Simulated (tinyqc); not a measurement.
# Abrupt p-n junction, non-linear Poisson equation by Newton steps: two studies

One dimension, p side on the left, n side on the right; net doping C = -Na for x < 0 and +Nd for x > 0. The potential psi is counted from the intrinsic level, and the quasi-Fermi potentials are flat: 0 for holes and -V for electrons, so n = ni exp((psi + V)/Vt) and p = ni exp(-psi/Vt) (Boltzmann statistics, full ionisation, no current). Under reverse bias this makes the minority densities vanishingly small everywhere; they play no part in the charge.

Inputs (values chosen for the exercise); band and dielectric values close to those of gallium nitride:

| symbol | value | unit | meaning |
|---|---|---|---|
| T | 273 | K | temperature |
| Eg | 3.42 | eV | band gap |
| eps_r | 9.58 |  | relative permittivity |
| Nc | 1.99e18 | cm^-3 | conduction-band density of states at T |
| Nv | 4e19 | cm^-3 | valence-band density of states at T |
| Na | 7.5e15 | cm^-3 | acceptor density of the p side |
| Nd | 9.3e16 | cm^-3 | donor density of the n side |
| V | -3.4 | V | bias of the p side against the n side |

Constants: q = 1.602176634e-19 C, kB = 1.380649e-23 J/K, Vt = kB T/q, eps0 = 8.8541878128e-14 F/cm where lengths are in cm. Results are converted to the units shown.

Each table varies one quantity; the others keep the values above.

## Capacitance and field against bias

The Poisson equation d/dx(eps0 eps_r dpsi/dx) = -q (p - n + C) is solved on a mesh of more than 1000 nodes that ends in neutral material (psi_p = -Vt ln(Na/ni), psi_n = Vt ln(Nd/ni) - V). C_j = q d/dV of the integral of p over x, from the linearised equation. ni = sqrt(Nc Nv) exp(-Eg/(2 Vt)), Eg in volts. Depletion approximation: Vbi = Vt ln(Na Nd/ni^2), W = sqrt(2 eps0 eps_r (Vbi - V)(1/Na + 1/Nd)/q), xp = W Nd/(Na + Nd), xn = W Na/(Na + Nd), peak field 2 (Vbi - V)/W, capacitance eps0 eps_r/W. The last column applies it to an abrupt Na-Nd junction.

Results:
```
V (V),peak |E| (kV/cm),C_j (nF/cm^2),1/C_j^2 (cm^4/uF^2),eps0 eps_r/C_j (nm),abrupt depletion C (nF/cm^2)
0,90.14,12.34,6571,687.6,12.24
-1.25,106.8,10.41,9222,814.6,10.36
-2.5,121.2,9.178,1.187e4,924.2,9.139
-3.75,134.0,8.298,1.452e4,1022,8.270
-5,145.7,7.631,1.717e4,1112,7.609
-7.5,166.7,6.670,2.247e4,1272,6.656
-8.75,176.3,6.309,2.513e4,1345,6.296
-10,185.3,6.000,2.778e4,1414,5.989
```

Estimate the missing row, V = -6.25 V.

Computed row:
```
V (V),peak |E| (kV/cm),C_j (nF/cm^2),1/C_j^2 (cm^4/uF^2),eps0 eps_r/C_j (nm),abrupt depletion C (nF/cm^2)
-6.25,156.6,7.102,1.982e4,1194,7.085
```

With this row back in the table: With V going from 0 to -10 V, C_j falls from 12.3 to 6.00 nF/cm^2 and the peak field rises from 90.1 to 185 kV/cm. The slope of 1/C_j^2, read as N = 2/(q eps0 eps_r |slope|), gives 6.94e15 cm^-3 between the first two rows and 6.94e15 cm^-3 between the last two, against Na Nd/(Na + Nd) = 6.94e15 cm^-3; the slopes of all rows agree within 0.01 %, as for uniform doping at both edges. At the end C_j goes as (Vbi - V)^(-0.50) with Vbi = 3.15 V, and it is 0.18 % above the abrupt depletion formula (at the first row 0.76 % above it).

## Effect of the band gap

Exact first integral for an abrupt junction with thick neutral sides: psi_p = -Vt ln(Na/ni), psi_n = Vt ln(Nd/ni) - V, psi_j = (Nd psi_n + Na psi_p - Vt (Nd - Na))/(Na + Nd) at the junction, n_j = ni exp((psi_j + V)/Vt), p_j = ni exp(-psi_j/Vt), and E_j^2 = (2 q/(eps0 eps_r)) [Nd (psi_n - psi_j - Vt) + Vt (n_j + p_j)] (minority densities of the neutral sides neglected).

The same in every row: share of W on the n side (%) = 7.4627.

Effect of the band gap:
```
Eg (eV),ni (cm^-3),Vbi (V),W (nm),"peak field, depletion (kV/cm)","peak field, exact (kV/cm)"
0.7,3.0846e12,0.42605,764.02,100.16,99.538
0.89,5.4379e10,0.61605,782.76,102.61,102.01
1.07,1.1857e9,0.79605,800.11,104.89,104.30
1.26,2.0903e7,0.98605,818.02,107.24,106.66
1.44,4.5576e5,1.1660,834.64,109.41,108.85
1.63,8034.6,1.3560,851.83,111.67,111.11
1.81,175.19,1.5360,867.80,113.76,113.22
2,3.0884,1.7260,884.34,115.93,115.40
```

ni falls from 3.08e12 to 3.09 cm^-3, and Vbi follows the gap one to one, staying 0.274 V below it (Vt ln(Nc Nv/(Na Nd))). W rises from 764 to 884 nm and the exact peak field rises from 99.5 to 115 kV/cm. W goes as the square root of Vbi - V, the exact field as (Vbi - V)^(0.51) on average. The depletion field is 0.62 % above the exact one in the first row and 0.46 % above it in the last.

Computed by the program tinyqc: `OMP_NUM_THREADS=1 python tinyqc.py 2000051 2000052 out.jsonl`, one thread of a shared Intel Xeon 2.30GHz, about 0.04 s for the whole run.
